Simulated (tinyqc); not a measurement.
Square on-chip spiral inductor, lumped pi model: effect of the number of turns.

Outer diameter do = di + 2 n wd + 2 (n - 1) sp, mean da = (do + di)/2, fill p = (do - di)/(do + di), length l = 4 n da. L = 2.34 mu0 n^2 da/(1 + 2.75 p), mu0 = 4 pi 1e-7 H/m. Rs = rho l/(wd delta (1 - exp(-th/delta))), delta = sqrt(rho/(pi f mu0)). Cs = n wd^2 eps0 eo/hu across the coil. At each end Cox = l wd eps0 eo/(2 ho) leads to the substrate branch Rsi = 2 rs he/(l wd) in parallel with Csi = l wd eps0 11.7/(2 he). With one end grounded Y = 1/(Rs + i w L) + i w Cs + 1/[1/(i w Cox) + 1/(1/Rsi + i w Csi)], w = 2 pi f; Q = -Im Y/Re Y. Eddy currents in neighbouring turns and in the substrate are left out.

Peak Q and its frequency from a search over f; self-resonance where Im Y = 0; Q at the given f (negative beyond resonance).

Parameters, values chosen for the exercise; values of the order met in silicon radio-frequency processes:
- wd = 20 um (line width)
- sp = 3 um (space between turns)
- di = 140 um (inner diameter)
- th = 0.9 um (metal thickness)
- rho = 3 uohm cm (metal resistivity)
- ho = 7.1 um (oxide below the coil)
- hu = 0.8 um (oxide between coil and underpass)
- eo = 3 (relative permittivity of the oxide)
- rs = 100 ohm cm (substrate resistivity)
- he = 80 um (effective spreading depth in the substrate)
- f = 6 GHz (frequency)

Constants: eps0 = 8.8541878128e-12 F/m. Results are converted to the units shown.

Results:

| n | L (nH) | do (um) | peak Q | f of the peak (GHz) | self-resonance (GHz) | Q at f |
|---|---|---|---|---|---|---|
| 1.5 | 0.7539 | 203.0 | 16.83 | 15.57 | 33.55 | 10.79 |
| 2.5 | 2.019 | 249.0 | 11.98 | 6.920 | 15.53 | 11.79 |
| 3.5 | 3.957 | 295.0 | 8.951 | 3.901 | 9.176 | 7.073 |
| 5.5 | 10.24 | 387.0 | 5.570 | 1.687 | 4.355 | -4.663 |
| 6.5 | 14.79 | 433.0 | 4.581 | 1.205 | 3.257 | -7.371 |
| 8.5 | 27.25 | 525.0 | 3.317 | 0.6789 | 1.990 | -9.265 |

Estimate the missing row, n = 4.5.

Computed row:

| n | L (nH) | do (um) | peak Q | f of the peak (GHz) | self-resonance (GHz) | Q at f |
|---|---|---|---|---|---|---|
| 4.5 | 6.663 | 341.0 | 6.952 | 2.475 | 6.102 | 0.2835 |

With this row back in the table: As n goes from 1.5 to 8.5, L rises from 0.754 to 27.3 nH, the peak Q falls from 16.8 to 3.32, its frequency falls from 15.6 to 0.679 GHz and the self-resonance falls from 33.6 to 1.99 GHz.

tinyqc, about 0.01 s, one thread, Intel Xeon 2.30GHz (shared host): `OMP_NUM_THREADS=1 python tinyqc.py 2302235 2302236 out.jsonl`
